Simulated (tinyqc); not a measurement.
# Thin-body transistor below threshold, two-dimensional Poisson equation on a small mesh: effects of single changes

A thin body on a thick buried insulator of low permittivity, taken as carrying no normal field at the bottom of the body (row 0). Mobile charge is neglected (subthreshold), the body is fully depleted, and potentials are counted from the intrinsic level; rows run upward to the gate, columns from source to drain.

Values chosen for this exercise; semiconductor permittivity close to that of silicon:
- T = 350 K (temperature)
- eps_r = 11.7 (relative permittivity of the semiconductor)
- eox = 9 (relative permittivity of the insulator)
- tb = 3 nm (body thickness)
- tox = 2 nm (insulator thickness)
- L = 26 nm (channel length)
- Na = 1.4e18 cm^-3 (acceptor density of the depleted body)
- Vbi = 0.56 V (potential of the source)
- Vfb = -0.01 V (gate offset)
- Vg = -0.1 V (gate voltage)
- Vd = 1 V (drain voltage)

Constants: q = 1.602176634e-19 C, kB = 1.380649e-23 J/K, Vt = kB T/q, eps0 = 8.8541878128e-14 F/cm where lengths are in cm. Results are converted to the units shown.

Each table varies one quantity; the others keep the values above.

## Effect of the body thickness

Mesh: rows i = 0..12 in the semiconductor (step hs = tb/12, row 12 on the interface), then 8 step(s) ho = tox/8 up to the gate row 20; columns j = 0..80 (step hy = L/80). Box integration, divided by eps0: up_i = eps hy/h of the interval above row i, dn_i = that of the interval below (0 for row 0), lat_i = (sum of eps h/2 over the intervals above and below)/hy, s_i = -q Na w_i hy/eps0 with w_i the semiconductor height of the box (hs/2 for row 0 and the interface row, hs between, 0 in the insulator). Each free node obeys (up + dn + 2 lat) psi = up psi(above) + dn psi(below) + lat [psi(left) + psi(right)] + s. Fixed values: gate row Vg - Vfb; column 0 at Vbi and the last column at Vbi + Vd in the semiconductor, each running linearly to Vg - Vfb across the insulator. The system is solved directly. On row 0 the minimum of psi and its place come from a parabola through the three lowest nodes; barrier = Vbi - minimum, swing = Vt ln 10/(d psi/dVg), DIBL = (d psi/dVd)/(d psi/dVg) there. Lambda = pi/k with k the smallest positive root of tan(k tox) tan(k tb) = eox/eps_r.

Effect of the body thickness:
```
tb (nm),L/Lambda,barrier (V),place y/L,swing (mV/decade),DIBL (mV/V)
1.2,3.746,0.6521,0.4606,69.91,1.895
1.6,3.314,0.6491,0.4557,70.39,3.859
2.1,2.907,0.6420,0.4497,71.30,7.591
2.8,2.489,0.6254,0.4416,73.18,15.39
3.6,2.145,0.5981,0.4326,76.25,28.09
4.8,1.781,0.5446,0.4192,82.71,54.82
```

Read the table: what changes, and by how much?

As tb goes from 1.2 to 4.8 nm, the barrier falls from 0.652 to 0.545 V, the swing rises from 69.9 to 82.7 mV a decade and DIBL rises from 1.90 to 54.8 mV/V; the ideal swing is 69.4. L/Lambda goes from 3.7 to 1.8. In every row the body is under 5 nm thick, where quantum confinement matters.

## Effect of the gate voltage

Same model as above.

Effect of the gate voltage:
```
Vg (V),L/Lambda,barrier (V),place y/L,swing (mV/decade),DIBL (mV/V)
-0.2,2.393,0.7134,0.4447,73.78,18.91
-0.12,2.393,0.6382,0.4405,73.84,18.34
-0.04,2.393,0.5630,0.4355,73.92,17.68
0.04,2.393,0.4878,0.4296,74.02,16.93
0.12,2.393,0.4129,0.4223,74.15,16.06
0.2,2.393,0.3380,0.4131,74.35,15.02
```

What does the comparison show?

As Vg goes from -0.2 to 0.2 V, the barrier falls from 0.713 to 0.338 V, the swing rises from 73.8 to 74.3 mV a decade and DIBL falls from 18.9 to 15.0 mV/V; the ideal swing is 69.4. The barrier top moves from y/L = 0.445 to 0.413, towards the source. In every row the body is under 5 nm thick, where quantum confinement matters.

## Effect of the channel length

Same model as above.

Effect of the channel length:
```
L (nm),L/Lambda,barrier (V),place y/L,swing (mV/decade),DIBL (mV/V)
9.8,0.9018,0.1384,0.3021,175.5,331.9
12,1.104,0.2651,0.3548,124.9,202.8
14,1.288,0.3613,0.3812,104.4,135.5
18,1.656,0.4962,0.4110,85.63,65.63
21,1.932,0.5591,0.4245,79.17,39.84
26,2.393,0.6194,0.4393,73.86,18.18
31,2.853,0.6488,0.4491,71.52,8.570
38,3.497,0.6665,0.4585,70.19,3.065
```

What does the table show?

As L goes from 9.8 to 38 nm, the barrier rises from 0.138 to 0.666 V, the swing falls from 175 to 70.2 mV a decade and DIBL falls from 332 to 3.07 mV/V; the ideal swing is 69.4. L/Lambda goes from 0.90 to 3.5. Between the last two rows DIBL decays with a length of 6.81 nm; 2 Lambda/pi is 6.92 nm. At L = 9.8 nm the barrier is under 6 Vt, so mobile charge, neglected here, begins to count. In every row the body is under 5 nm thick, where quantum confinement matters.

tinyqc, about 0.1 s, one thread, Intel Xeon 2.30GHz (shared host): `OMP_NUM_THREADS=1 python tinyqc.py 2480071 2480072 out.jsonl`
